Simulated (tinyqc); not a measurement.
Changing the temperature T: Debye-Callaway model of lattice thermal conductivity. Computed by tinyqc, a small Python program. Command: `OMP_NUM_THREADS=1 python tinyqc.py 3011976 3011977 out.jsonl callaway sweep`. One thread of a shared host (Intel(R) Xeon(R) Processor @ 2.30GHz), about 0.02 s of CPU time with the checks.

Three acoustic branches with one velocity v, cut at omega_D = k_B Theta/hbar; x = hbar omega/(k_B T). v and Theta are separate inputs: Theta cuts off the heat-carrying modes, so C need not reach 3 k_B/V. gamma is an effective value that sets the umklapp rate.

Inputs (values chosen for the exercise, modelled on aluminium nitride):
```
quantity                                value        unit
sound velocity v                         7030         m/s
Debye temperature Theta                   948           K
volume per atom V                        10.4  angstrom^3
mean atomic mass M                       20.5           u
effective Grueneisen parameter gamma     2.61           -
umklapp exponent divisor b                  2           -
mass variance Gamma                   4.6e-06           -
Casimir length L                          560  micrometre
```

Sample: crystal. Point defects: isotopes. Normal processes: left out.

Constants: k_B = 1.380649e-23 J/K; hbar = 1.054571817e-34 J s; u = 1.6605390666e-27 kg.

Method:
- Gamma is given directly by the isotope mixture. A = V Gamma/(4 pi v^3).
- Rates: point defects A omega^4; umklapp B omega^2 T exp(-Theta/(b T)) with B = hbar gamma^2/(M v^2 Theta). Boundaries: v/L.
- kappa_1 = c int tau_C g dx, g = x^4 e^x/(e^x - 1)^2, c = (k_B/(2 pi^2 v)) (k_B T/hbar)^3, over 0 < x < min(Theta/T, 40), by 96 Gauss-Legendre points in s with x = x_max s^2; tau_C = tau_R, the inverse of the summed rates, and kappa = kappa_1.
- Heat capacity C = 3 c int g dx / v^2; grey free path 3 kappa/(C v); the median free path v tau_C halves kappa_1 when the quadrature points are ordered by free path (each counted at half its weight, interpolated in the logarithm); likewise at 10 % and 90 %.

One run for each value:
```
temperature T (K)  kappa (W/(m K))  heat capacity C (J/(m^3 K))  grey free path (nm)  median free path (nm)
16                       1.849e+03                    1.442e+03            5.473e+05              5.564e+05
25                       6.527e+03                    5.501e+03            5.064e+05              5.424e+05
39                       1.978e+04                    2.088e+04            4.042e+05              4.968e+05
61                       3.589e+04                    7.987e+04            1.918e+05              3.043e+05
96                       1.001e+04                    3.023e+05            1.413e+04              2.892e+04
150                      2.045e+03                    9.194e+05            9.494e+02              1.919e+03
240                      5.707e+02                    1.965e+06            1.239e+02              2.097e+02
370                      2.242e+02                    2.831e+06            3.379e+01              5.043e+01
580                      9.918e+01                    3.380e+06            1.252e+01              1.750e+01
910                      4.908e+01                    3.648e+06            5.742e+00              7.799e+00
1400                     2.707e+01                    3.762e+06            3.070e+00              4.124e+00
```

Over the rows, kappa (W/(m K)) goes from 1850 through a maximum among these rows, 35900 at 61.0, to 27.1; heat capacity C (J/(m^3 K)) rises from 1440 to 3.76e6 (exponent d ln y / d ln x 3.0 between the first rows and 0.072 between the last); grey free path (nm) falls from 547000 to 3.07 (exponent d ln y / d ln x -0.17 between the first rows and -1.5 between the last). At the low end the exponent of heat capacity C is 3.00, close to 3: the Debye T^3 law. Below the peak the free path saturates and kappa follows C; above it phonon-phonon scattering shortens the free path faster than C grows.

Extremes, crossings and ranges named in words are read from the listed rows.
